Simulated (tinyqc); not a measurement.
Kinetic Monte Carlo and master equation for a particle on a ring of sites with traps and bias: one step, computed by the program tinyqc.

6 sites on a ring, numbered 1 to 6. The saddle between i and i+1 lies at E0 + s b_i and site i at s eps_i; a force F tilts the landscape, with the saddle half-way.

Task: Steady state. Master equation dP/dt = W P, W_(i+1,i) = k right, W_(i-1,i) = k left, columns summing to zero. The steady state is its null vector; drift v = a sum P_i (k right - k left). D = a^2 lambda''(0)/2, where lambda(q) is the leading eigenvalue of W with right hops weighted by exp(q) and left hops by exp(-q). The slowest relaxation rate is minus the real part of the next eigenvalue of W. 1 angstrom = 1e-8 cm.

Inputs (values chosen for the exercise, for a model defect): temperature T = 840 K; site spacing a = 2.3 angstrom.

Disorder: random barriers.

Rates, shares of right hops and mean stays:
```
site  k right (1/s)  k left (1/s)  share right  mean stay (s)
1      9.235022e+08  4.884567e+08    0.6540574   7.082359e-10
2      1.090021e+09  9.095241e+08    0.5451344   5.001138e-10
3      1.090021e+09  1.073522e+09    0.5038128   4.622048e-10
4      1.554075e+08  1.073522e+09    0.1264576   8.137161e-10
5      6.909450e+08  1.530553e+08    0.8186550   1.184834e-09
6      4.959636e+08  6.804869e+08    0.4215763   8.500145e-10
```

Constants: k_B = 8.617333262e-05 eV/K.

Give: occupations P_i; drift velocity v; diffusivity D; slowest relaxation rate.

Result:

occupations P_i: [0.1655, 0.1667, 0.1682, 0.1697, 0.1646, 0.1654]

drift velocity v = 0.1630 cm/s

diffusivity D = 2.458e-07 cm^2/s

slowest relaxation rate = 3.683e+08 1/s
